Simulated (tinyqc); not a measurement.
Three voltage laws: time-dependent dielectric breakdown: cell percolation, Weibull statistics, area scaling and voltage extrapolation. Computed by tinyqc, a small Python program. Command: `OMP_NUM_THREADS=1 python tinyqc.py 3012688 3012689 out.jsonl tddb walk`. One thread of a shared host (Intel(R) Xeon(R) Processor @ 2.30GHz), about 0.01 s of CPU time with the checks.

The oxide is divided into columns of area a^2, each holding m = t_ox/a cells (m is taken as continuous). A share lambda(t) = (t/t_1)^alpha of the cells is defective, and a column whose cells are all defective breaks down.

Inputs (values chosen for the exercise, for a model gate oxide):
```
quantity                                                   value  unit
oxide thickness t_ox                                         1.5    nm
defect cell size a                                           1.3    nm
exponent alpha of defect growth                              0.9     -
time t_1 at which the occupied share would reach 1       1.8e+12     s
test area A                                                  100  um^2
product area A_u                                          900000  um^2
stress voltage V                                            2.06     V
use voltage V_u                                             0.93     V
local exponent n = -d ln t/d ln V at the stress voltage       28     -
activation energy E_a                                       0.74    eV
stress temperature T                                         105     C
use temperature T_u                                           85     C
allowed failure fraction F                                 1e-06     -
```

Voltage law used: E.

Constants: k_B = 8.617333262e-05 eV/K.

Method:
- Failure fraction F = 1 - (1 - lambda^m)^N with N = A/a^2 columns, which for small lambda^m is 1 - exp(-(t/t63)^beta) with beta = alpha m and t63 = t_1 N^(-1/beta); critical share lambda(t63) = N^(-1/m). 1 um^2 = 1e6 nm^2.
- All three voltage laws share the slope n at the stress voltage. Factor t(V_u)/t(V): E law exp(n (1 - V_u/V)); 1/E law exp(n (V/V_u - 1)); power law (V/V_u)^n.
- Temperatures in kelvin are T(C) + 273.15.
- Temperature factor exp[(E_a/k_B)(1/T_u - 1/T)]; area factor (A/A_u)^(1/beta); percentile factor (-ln(1 - F))^(1/beta); life = t63 x all four; 1 year = 3.15576e7 s.
- Life = t63 x voltage, temperature, area and percentile factors, the last three as above.

projected life = 8.08179e-06 years

voltage factor = 4.68194e+06

Log10 of the life in years:
```
V_u/V  V_u (V)    E law  1/E law  power law
1.00     2.060  -11.763  -11.763    -11.763
0.95     1.957  -11.155  -11.123    -11.139
0.90     1.854  -10.547  -10.412    -10.482
0.80     1.648   -9.331   -8.723     -9.049
0.70     1.442   -8.115   -6.551     -7.426
0.60     1.236   -6.899   -3.656     -5.551
0.50     1.030   -5.683    0.397     -3.334
0.40     0.824   -4.467    6.477     -0.621
```

What follows from these numbers?

At V_u/V = 0.9 the laws differ by 0.14 decades at most, and at 0.5 by 6.1. The E law is the most cautious and the 1/E law the most hopeful. Caution: t_1 is an input here; in a real oxide it changes with thickness at fixed voltage. Caution: the rows at low voltage extrapolate over many decades and cannot be tested.
